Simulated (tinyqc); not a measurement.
Sweep of a uniaxial [110] stress: deformation-potential model of the Delta valleys of a conduction band.

Valleys with axes along x, y and z, each a pair at +k and -k. Herring-Vogt shift of a valley with unit axis a: dE = Xd tr(e) + Xu a.e.a. Non-degenerate shares n_i = exp(-dE_i/kT)/sum_j exp(-dE_j/kT). Inverse mass tensor of a valley: (1 - a a)/mt + a a/ml; the masses are taken as independent of strain.

s11 = (C11 + C12)/((C11 - C12)(C11 + 2 C12)), s12 = -C12/((C11 - C12)(C11 + 2 C12)), s44 = 1/C44; exx = s11 sxx + s12 (syy + szz) and cyclic, exy = s44 sxy/2; tension is positive. A uniaxial stress X along the unit vector n is s_ij = X n_i n_j.

Constants: kB = 8.617333262e-05 eV/K.

Inputs chosen for the exercise (near those of Si; the results hold for these values, not for the real material):
```
symbol  value           unit  meaning
ml      0.881           m0    longitudinal mass
mt      0.198           m0    transverse mass
Xd      1.09            eV    dilation potential
Xu      9.69            eV    uniaxial potential
C11     168.9           GPa
C12     64              GPa
C44     78.7            GPa
load    uniaxial [110]        kind of stress
T       200             K     temperature
```

m_c = 1/(u.M.u) along [100] with M = sum_i n_i (inverse mass tensor); gain against zero stress at a fixed scattering time.

Results:
```
X (GPa)  spread (meV)  lowest edge (meV)    n x    n y    n z  m_c (m0)  gain (%)
-3.00           138.6              -89.8  0.500  0.500  0.000    0.3233     -17.4
-1.50            69.3              -44.9  0.496  0.496  0.009    0.3215     -17.0
-0.60            27.7              -18.0  0.454  0.454  0.091    0.3057     -12.7
0.00              0.0                0.0  0.333  0.333  0.333    0.2670       0.0
0.60             27.7               -9.7  0.143  0.143  0.714    0.2227      19.9
1.50             69.3              -24.4  0.017  0.017  0.965    0.2007      33.0
3.00            138.6              -48.7  0.000  0.000  0.999    0.1980      34.8
```

What does the comparison show, and why?

Along [100] the gain is -17.4 % at -3.00 GPa and +34.8 % at 3.00 GPa. The slope at zero stress (from +/- 0.001 GPa), +31.1 % per GPa, carried to the ends would give -93 and +93 %; the response falls behind at both ends, as it saturates once the spread passes a few kT (kT = 17.2 meV, spread up to 139 meV).

Program tinyqc; command `OMP_NUM_THREADS=1 python tinyqc.py 1081231 1081232 out.jsonl`; about 0.02 s on one thread of a shared Intel(R) Xeon(R) Processor @ 2.30GHz.
